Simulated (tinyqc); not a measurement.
# Two-junction solar cell, detailed-balance limit, step by step

Computed by the program tinyqc: `OMP_NUM_THREADS=1 python tinyqc.py 2820008 2820009 out.jsonl`, one thread of a shared Intel Xeon 2.30GHz, about 0.01 s for the whole run. Printed values are rounded.

The top cell takes all photons above E1, the bottom cell those between E2 and E1. Each cell follows J = Jsc - J0 (exp(V/Vt) - 1) with J0 = q ge Phi(gap, T)/ERE; light emitted by one cell and absorbed by the other is left out. In series both carry one current; wired apart (four terminals) each works at its own maximum power point. Efficiencies are counted against Pin = fs X sigma Ts^4.

Inputs (values chosen for the exercise):
- T = 350 K (cell temperature)
- Ts = 4500 K (temperature of the black-body sun)
- fs = 2.16e-5 (share of the hemisphere filled by the sun)
- X = 1000 (concentration)
- ERE = 0.3 (external radiative efficiency)
- ge = 1 (number of faces that emit)
- E2 = 1.21 eV (gap of the bottom cell)
- E1 = 1.51 eV (gap of the top cell)

Constants: q = 1.602176634e-19 C, kB = 1.380649e-23 J/K, h = 6.62607015e-34 J s, c = 299792458 m/s, Vt = kB T/q. Results are converted to the units shown.

## Photocurrents and dark currents

Photon flux above E from a black body at temperature T into a hemisphere: Phi(E, T) = A sum_k exp(-k E/th)[E^2 th/k + 2 E th^2/k^2 + 2 th^3/k^3], k = 1, 2, ..., with th = kB T/q in eV and A = 2 pi q^3/(h^3 c^2). J1 = q fs X Phi(E1, Ts), J2 = q fs X [Phi(E2, Ts) - Phi(E1, Ts)], J01 and J02 as above; sigma = 2 pi^5 kB^4/(15 h^3 c^2).

J1 = 10215.92 mA/cm^2
J2 = 5877.812 mA/cm^2
J01 = 6.826328e-16 mA/cm^2
J02 = 9.245091e-12 mA/cm^2
Pin = 50224.49 mW/cm^2

The bottom cell limits the series current; the other has 74 % more.

## The series curve

| point | J (mA/cm^2) |
|---|---|
| 0 | 0 |
| 1 | 2939 |
| 2 | 4702 |
| 3 | 5290 |
| 4 | 5525 |
| 5 | 5643 |
| 6 | 5760 |
| 7 | 5848 |

V1 = Vt ln((J1 - J)/J01 + 1), V2 = Vt ln((J2 - J)/J02 + 1), power J (V1 + V2).

| point | V1 (V) | V2 (V) | power (mW/cm^2) |
|---|---|---|---|
| 0 | 1.331662 | 1.028053 | 0 |
| 1 | 1.321430 | 1.007146 | 6843.685 |
| 2 | 1.313063 | 0.9795172 | 10779.71 |
| 3 | 1.309662 | 0.9586066 | 11999.14 |
| 4 | 1.308188 | 0.9432105 | 12438.97 |
| 5 | 1.307419 | 0.9309306 | 12631.01 |
| 6 | 1.306637 | 0.9101290 | 12768.57 |
| 7 | 1.306036 | 0.8686831 | 12717.76 |

Among these points the power is largest at J = 5760 mA/cm^2.

## Maximum power, in series and apart

In series V(J) = Vt [ln((J1 - J)/J01 + 1) + ln((J2 - J)/J02 + 1)], and J V(J) is largest where V = J Vt [1/(J1 - J + J01) + 1/(J2 - J + J02)]. Apart, each cell has (1 + v) exp(v) = 1 + Jsc/J0 at its maximum power point, v = Vmp/Vt.

series Jmp = 5797.074 mA/cm^2
series Vmp = 2.205117 V
series efficiency = 25.45218 %
top cell alone = 24.20343 %
bottom cell behind it = 10.47034 %

Wired apart the cells give 34.67 %; the series connection loses 9.2 points of that.
